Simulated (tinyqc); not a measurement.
Thin film between two gates, subbands and threshold shift from confinement: confinement against the film thickness.

Undoped body with a flat potential across it, hard walls, transport along x. One isotropic valley (g = 1, mx = my = mz = me). Non-parabolicity enters the subband edges through E (1 + al E) = gamma, so E = 2 gamma/(1 + sqrt(1 + 4 al gamma)); motion within a subband is taken as parabolic with the band-edge mass. Energies are counted from the bulk band edge.

gamma = C (pi k/(t + dl))^2/mz, C = hbar^2/(2 m0). Each subband has N_k = g sqrt(mx my) m0 kB T/(pi hbar^2); without degeneracy n = exp(EF/Vt) sum N_k exp(-E_k/Vt). Classical value Nc times t, Nc = sum over valleys of 2 g (m m0 kB T/(2 pi hbar^2))^1.5 with m = (mx my mz)^(1/3). Threshold shift dVT = Vt ln(classical value/sum N_k exp(-E_k/Vt)). With degeneracy n = sum N_k F((EF - E_k)/Vt), F(x) = ln(1 + exp(x)); gate: Vg = EF + q n/(Cg P), P = 2 (both faces), summed over the 60 lowest subbands at most, with Vg counted from the value that would put EF at the bulk band edge of an empty body. The last two columns are for Vg = 0.6 V; sensitivity d(dVT)/dt by central differences between 0.99 and 1.01 times the value.

Inputs (values chosen for the exercise); masses close to those of InAs:

| symbol | value | unit | meaning |
|---|---|---|---|
| T | 300 | K | temperature |
| me | 0.0231 | m0 | mass at the band edge |
| al | 2.6 | 1/eV | non-parabolicity |
| dl | 0.3 | nm | widening of the box by penetration into the insulator |
| Cg | 3.3 | uF/cm^2 | gate capacitance per area of interface |

Constants: q = 1.602176634e-19 C, kB = 1.380649e-23 J/K, hbar = 1.054571817e-34 J s, m0 = 9.1093837015e-31 kg, Vt = kB T/q, hbar^2/(2 m0) = 0.0380998212 eV nm^2. Results are converted to the units shown.

Confinement against the film thickness:

| t (nm) | E_1 (meV) | gap to the next edge (meV) | dVT (mV) | sensitivity (mV/nm) | n/P (cm^-2) | share of the lowest subband (%) |
|---|---|---|---|---|---|---|
| 3 | 589.9 | 746.4 | 531.9 | -214.1 | 9.969e10 | 100.0 |
| 3.8 | 447.6 | 595.8 | 395.6 | -135.2 | 5.967e11 | 100.0 |
| 4.8 | 334.7 | 472.9 | 288.8 | -84.19 | 1.037e12 | 100.0 |
| 6.1 | 243.4 | 369.5 | 203.7 | -50.58 | 1.398e12 | 99.62 |
| 7.7 | 174.9 | 287.3 | 141.2 | -29.95 | 1.862e12 | 86.72 |
| 9.8 | 121.3 | 217.9 | 93.88 | -16.75 | 2.432e12 | 71.53 |
| 12 | 87.63 | 170.1 | 65.40 | -9.891 | 2.889e12 | 62.14 |
| 16 | 53.76 | 116.2 | 38.71 | -4.373 | 3.620e12 | 49.37 |
| 20 | 36.11 | 84.24 | 26.13 | -2.226 | 4.203e12 | 41.31 |

As t grows from 3 to 20 nm, E_1 falls from 590 to 36.1 meV and dVT falls from 532 to 26.1 mV. E_1 goes as t^(-1.17) at the thin end (-2 for a parabolic band without penetration); a thickness error of 0.2 nm moves the threshold by 43 mV in the first row and 0.45 mV in the last. The charge per interface area rises from 9.97e10 to 4.20e12 cm^-2. For t = 6.1, 7.7, 9.8, 12, 16, 20 the charge in the last two columns would bend the potential across the body by some 30 mV or more, which is left out.

Range of the model: Non-parabolicity also makes carriers heavier within each subband, which is left out, so densities of states are understated at high energy.

Computed by the program tinyqc: `OMP_NUM_THREADS=1 python tinyqc.py 2350168 2350169 out.jsonl`, one thread of a shared Intel Xeon 2.30GHz, about 0.03 s for the whole run.
